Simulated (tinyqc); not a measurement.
Worked calculation: one-electron ion in a basis of Gaussians. One step of it, computed by the program tinyqc.

Question. Matrices over normalised Gaussians. With p = a_i + a_j and I(k) = Gamma((k+1)/2) / (2 p^((k+1)/2)): S = I(2l+2), T = (2l+3) a_i a_j S / p, V = -Z I(2l+1), each divided by sqrt(S_ii S_jj).

exponents of r^l exp(-a r^2) (1/bohr^2): 2.068000  6.914000  23.110000  77.270000  258.300000  863.700000  2887.000000

Z = 4

l = 0

Give: S; T; V.

Answer.

S:
```
       1      2      3      4      5      6      7
1  1.000  0.773  0.407  0.180  0.075  0.031  0.012
2  0.773  1.000  0.773  0.407  0.180  0.075  0.031
3  0.407  0.773  1.000  0.773  0.407  0.180  0.075
4  0.180  0.407  0.773  1.000  0.773  0.407  0.180
5  0.075  0.180  0.407  0.773  1.000  0.773  0.407
6  0.031  0.075  0.180  0.407  0.773  1.000  0.773
7  0.012  0.031  0.075  0.180  0.407  0.773  1.000
```

T (hartree):
```
       1       2       3        4        5         6         7
1  3.102   3.690   2.317    1.087    0.460     0.189     0.077
2  3.690  10.371  12.336    7.747    3.634     1.539     0.631
3  2.317  12.336  34.665   41.230   25.893    12.144     5.144
4  1.087   7.747  41.230  115.905  137.862    86.573    40.614
5  0.460   3.634  25.893  137.862  387.450   460.826   289.408
6  0.189   1.539  12.144   86.573  460.826  1295.550  1540.999
7  0.077   0.631   5.144   40.614  289.408  1540.999  4330.500
```

V (hartree):
```
         1        2        3        4         5         6         7
1   -9.179  -10.451   -9.216   -7.232    -5.448    -4.051    -3.001
2  -10.451  -16.784  -19.109  -16.851   -13.224    -9.961    -7.408
3   -9.216  -19.109  -30.685  -34.936   -30.808   -24.174   -18.211
4   -7.232  -16.851  -34.936  -56.109   -63.882   -56.333   -44.206
5   -5.448  -13.224  -30.808  -63.882  -102.587  -116.797  -102.997
6   -4.051   -9.961  -24.174  -56.333  -116.797  -187.591  -213.577
7   -3.001   -7.408  -18.211  -44.206  -102.997  -213.577  -342.968
```
